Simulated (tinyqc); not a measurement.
What each parameter does: tight-binding t2g bands of a cubic perovskite.

Orbitals yz, zx, xy (X, Y, Z below) times spin. E_xy = Dt + 2t (2 - cos x - cos y) + 2 td (1 - cos z) + 4 t2 (1 - cos x cos y) with x = kx a and so on; yz and zx follow by cyclic change, without Dt. Spin-orbit term -(Dso/3) L.sigma + Dso/3 with (L_k)_ij = -i epsilon_kij in X, Y, Z: for Dt = 0 the quartet lies at 0 and the doublet at Dso.

Parameters, chosen for this exercise (of the size met in SrTiO3 and KTaO3; shifted at random, so the results belong to these values and not to a real crystal): t = 0.249 eV (strong hopping); td = 0.015 eV (weak hopping); t2 = 0.056 eV (diagonal hopping in the plane of the orbital); Dso = 0.318 eV (spin-orbit splitting at Gamma); Dt = 0 eV (shift of xy (tetragonal field or confinement)); k = (0.14, 0.12, 0.08) 2 pi/a (wave vector).

The three pairs at k. Each row changes one parameter from the base and keeps the others.

Results:
```
case             pair 1 (eV)  pair 2 (eV)  pair 3 (eV)
base                  0.3113       0.3942       0.6892
t = 0.2739 eV         0.3324       0.4213       0.7164
td = 0.0225 eV        0.3163       0.3973       0.6924
t2 = 0.076 eV         0.3421       0.4324       0.7272
Dso = 0.4134 eV       0.3121       0.3962       0.7818
Dt = -0.03 eV         0.3104       0.3798       0.6744
```

The largest shifts from the base row, up to three for each result and ties (the steps differ in size, so this ranks the rows, not the parameters). pair 1 (eV): t2 +0.0309, t +0.0211, td +0.0050. pair 2 (eV): t2 +0.0382, t +0.0271, Dt -0.0143. pair 3 (eV): Dso +0.0925, t2 +0.0380, t +0.0272.

Program tinyqc; command `OMP_NUM_THREADS=1 python tinyqc.py 1481785 1481786 out.jsonl`; about 0.01 s on one thread of a shared Intel(R) Xeon(R) Processor @ 2.30GHz.
